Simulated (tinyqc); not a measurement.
# MOS capacitor on a p-type substrate, surface potential from the exact charge relation, step by step

Computed by the program tinyqc: `OMP_NUM_THREADS=1 python tinyqc.py 2060128 2060129 out.jsonl`, one thread of a shared Intel Xeon 2.30GHz, about 0.01 s for the whole run. Printed values are rounded.

Uniform p-type substrate, Boltzmann statistics, full ionisation, classical densities. psi is the surface potential against the body (positive when the bands bend down) and u = psi/Vt. Traps are spread evenly over the gap and neutral at flat band, so their charge is -q Dit psi; the minority quasi-Fermi level is shifted by Vb.

Inputs (values chosen for the exercise); band and dielectric values those of a made-up semiconductor:
- T = 273 K (temperature)
- Eg = 1.45 eV (band gap)
- eps_r = 12.6 (relative permittivity)
- Nc = 1.98e19 cm^-3 (conduction-band density of states at T)
- Nv = 2.67e19 cm^-3 (valence-band density of states at T)
- chi = 4.57 eV (electron affinity)
- N = 1.9e15 cm^-3 (acceptor density of the substrate)
- eox = 22 (relative permittivity of the gate insulator (close to hafnium oxide))
- tox = 63 nm (insulator thickness)
- phiM = 5.12 eV (gate work function)
- Nf = 1.6e10 cm^-2 (fixed charge at the interface, in units of q)
- Dit = 0 cm^-2 eV^-1 (density of interface traps)
- Vb = 0 V (reverse bias of the inversion layer against the body)
- Vg = 1.2 V (gate voltage against the body)

Constants: q = 1.602176634e-19 C, kB = 1.380649e-23 J/K, Vt = kB T/q, eps0 = 8.8541878128e-14 F/cm where lengths are in cm. Results are converted to the units shown.

## Flat band, threshold and scales

ni = sqrt(Nc Nv) exp(-Eg/(2 Vt)), Eg in volts; phiF = Vt ln(N/ni); Cox = eps0 eox/tox; Vfb = phiM - chi - (Eg - Vt ln(Nv/N)) - q Nf/Cox; Q0 = sqrt(2 eps0 eps_r q N Vt); r = (ni/N)^2 exp(-Vb/Vt); VT = Vfb + [(2 phiF + Vb)(1 + q Dit/Cox) + sqrt(2 eps0 eps_r q N (2 phiF + Vb))/Cox].

ni = 9.496464e5 cm^-3
phiF = 0.5038367 V
Cox = 0.3091939 uF/cm^2
Vfb = -0.6836108 V
Q0 = 3.997370 nC/cm^2
r = 2.498139e-19
VT = 0.4086754 V

## Starting value

psi = Vg - Vfb, limited to the range from -4 Vt to +(2 phiF + Vb + 4 Vt).

psi at the start = 1.101775 V

## Iteration 1: Newton step for the surface potential

u = psi/Vt; F^2 = exp(-u) + u - 1 + r (exp(u) - u - 1); Qs = -sign(u) Q0 F; Cs = -dQs/dpsi = (Q0/Vt) |1 - exp(-u) + r (exp(u) - 1)|/(2 F). f = Vfb + psi + (q Dit psi - Qs)/Cox - Vg, f' = 1 + (Cs + q Dit)/Cox, psi(new) = psi - f/f'.

u = 46.83357
F = 10.02156
Qs = -40.05990 nC/cm^2
Cs = 0.4713394 uF/cm^2
f = -0.6522736 V
f' = 2.524414
psi after iteration 1 = 1.360161 V

## Iteration 2: Newton step for the surface potential

As before.

u = 57.81689
F = 1793.044
Qs = -7167.461 nC/cm^2
Cs = 152.3324 uF/cm^2
f = 22.65767 V
f' = 493.6760
psi after iteration 2 = 1.314265 V

This iterate lies far beyond the solution, so its charge is not a physical one.

## Iteration 3: Newton step for the surface potential

As before.

u = 55.86598
F = 676.0486
Qs = -2702.417 nC/cm^2
Cs = 57.42958 uF/cm^2
f = 8.170856 V
f' = 186.7397
psi after iteration 3 = 1.270510 V

## Course of the Newton iteration

Stop when the step is below 1e-10 V, or after 60 iterations.

Course of the iteration:
```
iteration  psi before the step (V)    f (V)  step (V)
1                         1.101775   -0.652     0.258
2                         1.360161     22.7   -0.0459
3                         1.314265     8.17   -0.0438
4                         1.270510     2.84   -0.0382
5                         1.232314    0.883   -0.0264
6                         1.205953    0.202   -0.0103
7                         1.195609   0.0198  -1.25e-3
8                         1.194357  2.48e-4  -1.61e-5
9                         1.194341  4.04e-8  -2.62e-9
10                        1.194341  < 1e-13         0
```

Converged in 10 iterations.

## Charges, field and capacitances at the solution

converged psi = 1.194341 V

u = psi/Vt; F^2 = exp(-u) + u - 1 + r (exp(u) - u - 1); Qs = -sign(u) Q0 F; Cs = -dQs/dpsi = (Q0/Vt) |1 - exp(-u) + r (exp(u) - 1)|/(2 F). Low frequency: 1/C_LF = 1/Cox + 1/(Cs + q Dit). High frequency, in the simple estimate in which traps and minority carriers do not follow: 1/C_HF = 1/Cox + 1/Cd, Cd being Cs with r = 0 at the same psi. Minority sheet density N_inv = (Q0/(2 q)) int_0^u r (exp(t) - 1)/F(t) dt for u > 0. Oxide field |Qs - q Dit psi + q Nf|/(eps0 eox).

Qs = -213.1180 nC/cm^2
N_inv = 1.159540e12 cm^-2
oxide field = 0.1080919 MV/cm
Cs = 4.451830 uF/cm^2
C_LF/Cox = 0.9350573
C_HF/Cox = 0.03748928

The surface is in strong inversion (borders at |psi| = 0, phiF + Vb and 2 phiF + Vb = 1.01 V). Minority carriers make up 87.2 % of Qs.
